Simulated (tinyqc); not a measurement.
Inputs raised by 5 %, one at a time: surface photovoltage measurement of the minority-carrier diffusion length in a wafer. Computed by tinyqc, a small Python program. Command: `OMP_NUM_THREADS=1 python tinyqc.py 3130296 3130297 out.jsonl spv sens`. One thread of a shared host (Intel(R) Xeon(R) Processor @ 2.30GHz), about 0.03 s of CPU time with the checks.

Low injection, steady light, a depletion layer much thinner than 1/alpha and L. The excess density dn is taken at the front edge of the neutral region; light that reaches the back is lost.

Inputs (values chosen for the exercise, modelled on p-type silicon at room temperature):
```
quantity                                              value               unit
diffusion length L                                       30         micrometre
wafer thickness W                                       300         micrometre
diffusivity D                                            33             cm^2/s
front recombination velocity S_f                       4400               cm/s
back recombination velocity S_b                         710               cm/s
photon flux entering                                1.9e+12         1/(cm^2 s)
minority density at the surface barrier scale n_0   1.2e+08             1/cm^3
temperature T                                           298                  K
wavelength                                              828                 nm
relative noise of each reading                            1                  %
diffusion length after pair splitting over L           0.58                  -
iron factor C                                      1.01e+16  micrometre^2/cm^3
```

normal deviates g for the noise: -1.36  1.36  -1.68  0.43  -0.73  -0.13  1.68

Constants: k_B = 8.617333262e-05 eV/K.

Method:
- alpha = (84.732/lambda - 76.417)^2 per cm with lambda in micrometre (an empirical fit for silicon between 0.7 and 1.05 micrometre).
- Thick wafer: dn = Phi L/((S_f + D/L)(L + 1/alpha)). Finite wafer, with s = S_b L/D, w = W/L, a = alpha L: dn = [Phi a/(a^2 - 1)] [a - B - exp(-alpha W)(a - s)/(cosh w + s sinh w)]/(S_f + B D/L), B = (sinh w + s cosh w)/(cosh w + s sinh w).
- Photovoltage V = (k_B T/e) ln(1 + dn/n_0). Lifetime = L^2/D.
- Readings y = (Phi/dn) (1 + noise x g) at 780, 830, 880, 920, 950, 975 and 995 nm; a least-squares line y = c (1/alpha + L_app) gives L_app = intercept/slope.
- Splitting iron-boron pairs in boron-doped silicon shortens L; with nothing else changing, [Fe] = C (1/L_after^2 - 1/L^2). It is evaluated with the true lengths and with the apparent ones (without noise), which differ when the wafer is not thick against L.

Runs; columns: (1) input moved; (2) from; (3) to; (4) dn, finite wafer (1/cm^3); (5) apparent length L_app (micrometre); (6) photovoltage V (mV); (7) [Fe] from the apparent lengths (1/cm^3):
```
(1)                                          (2)        (3)        (4)    (5)    (6)        (7)
base run                                       -          -  8.246e+07  28.66  13.43  2.214e+13
diffusion length L (micrometre)               30       31.5  8.673e+07  30.11  13.97  2.008e+13
wafer thickness W (micrometre)               300        315  8.246e+07  28.66  13.43  2.214e+13
diffusivity D (cm^2/s)                        33      34.65  7.961e+07  28.66  13.07  2.214e+13
front recombination velocity S_f (cm/s)     4400       4620  8.129e+07  28.66  13.28  2.214e+13
back recombination velocity S_b (cm/s)       710      745.5  8.246e+07  28.66  13.43  2.214e+13
photon flux entering (1/(cm^2 s))        1.9e+12  1.995e+12  8.658e+07  28.66  13.95  2.214e+13
wavelength (nm)                              828      869.4  7.039e+07  28.66  11.85  2.214e+13
```

Exponents ln(y'/y) / ln(x'/x):
```
input                             dn, finite wafer  apparent length L_app  photovoltage V  [Fe] from the apparent lengths
diffusion length L                           1.036                  1.014           0.803                              -2
wafer thickness W                            0.000                  0.000           0.000                               0
diffusivity D                               -0.719                  0.000          -0.562                               0
front recombination velocity S_f            -0.291                  0.000          -0.227                               0
back recombination velocity S_b              0.000                  0.000           0.000                               0
photon flux entering                         1.000                  0.000           0.775                               0
wavelength                                  -3.242                  0.000          -2.561                               0
```

To which inputs is each result most sensitive?

Among the inputs moved here: dn, finite wafer answers most in size to wavelength (exponent -3.242), next to diffusion length L (+1.036); its exponent is below 0.0005 for wafer thickness W, back recombination velocity S_b. Apparent length L_app answers most in size to diffusion length L (exponent +1.014); its exponent is below 0.0005 for wafer thickness W, diffusivity D, front recombination velocity S_f, back recombination velocity S_b, photon flux entering, wavelength. Its exponent 0.000 in front recombination velocity S_f: S_f scales all readings alike. Photovoltage V answers most in size to wavelength (exponent -2.561), next to diffusion length L (+0.803); its exponent is below 0.0005 for wafer thickness W, back recombination velocity S_b. [Fe] from the apparent lengths answers most in size to diffusion length L (exponent -2.000); its exponent is below 0.0005 for wafer thickness W, diffusivity D, front recombination velocity S_f, back recombination velocity S_b, photon flux entering, wavelength.

Caution (all rows): dn is not small against n_0, so V is not linear in the flux; the constant-flux reading then needs dn, not V.
